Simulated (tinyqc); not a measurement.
Limits of the phonon part: Bloch-Grueneisen resistivity of a metal. Computed by tinyqc, a small Python program. Command: `OMP_NUM_THREADS=1 python tinyqc.py 3004461 3004462 out.jsonl bg walk`. One thread of a shared host (Intel(R) Xeon(R) Processor @ 2.30GHz), about 0.01 s of CPU time with the checks.

Electrons scatter from a Debye spectrum of phonons (n = 5 for scattering within one band, n = 3 for scattering into a second, heavy band) and from static defects.

Inputs (values chosen for the exercise, modelled on nickel): exponent n = 5; Debye temperature Theta = 379 K; transport coupling lambda_tr = 0.23; Drude plasma energy hbar w_p = 5.9 eV; residual resistivity rho_0 = 0.055 microohm cm; saturation resistivity = 170 microohm cm.

Addition: saturation.

Constants: k_B = 1.380649e-23 J/K; hbar = 1.054571817e-34 J s; eps_0 = 8.8541878128e-12 F/m; hbar = 6.582119569e-16 eV s.

Method:
- J_n(y) = int_0^y x^n e^x/(e^x - 1)^2 dx, by 96 Gauss-Legendre points (upper limit at most 60).
- rho_ph = (n - 1) rho_1 (T/Theta)^n J_n(Theta/T), with rho_1 = 2 pi lambda_tr k_B Theta/(hbar eps_0 w_p^2), the high-temperature line at T = Theta.
- Parallel-resistor saturation: 1/rho = 1/(rho_0 + rho_ph) + 1/rho_sat.
- Low T: (n - 1) n! zeta(n) rho_1 (T/Theta)^n. High T: rho_1 (T/Theta) [1 - (n - 1)/(12 (n + 1)) (Theta/T)^2].

Resistivities (microohm cm):
```
T (K)      rho_ph   low-T law  straight line  line with correction   total rho
11     1.0332e-04  1.0332e-04          0.293                     -  5.5085e-02
19     1.5884e-03  1.5885e-03          0.505                     -  5.6570e-02
30     1.5385e-02  1.5590e-02          0.798                     -  7.0356e-02
45     1.0062e-01  1.1838e-01          1.197                     -  1.5548e-01
76     6.5340e-01  1.6267e+00          2.021                     -  7.0546e-01
130    2.2328e+00  2.3820e+01          3.457                 1.825  2.2575e+00
190    4.0838e+00  1.5885e+02          5.053                 3.936  4.0404e+00
300    7.3113e+00  1.5590e+03          7.978                 7.271  7.0603e+00
450    1.1508e+01  1.1838e+04         11.968                11.496  1.0827e+01
760    1.9935e+01  1.6267e+05         20.212                19.933  1.7887e+01
```

What does the comparison show, and why?

The low-T law holds to 10 % up to 30 K, the straight line from 300 K on. The local exponent of rho_ph falls from 5.00 to 1.05. Phonons overtake the residual resistivity between 30.0 and 45.0 K. Saturation lowers the last total by 10.5 %.

Extremes, crossings and ranges named in words are read from the listed rows.
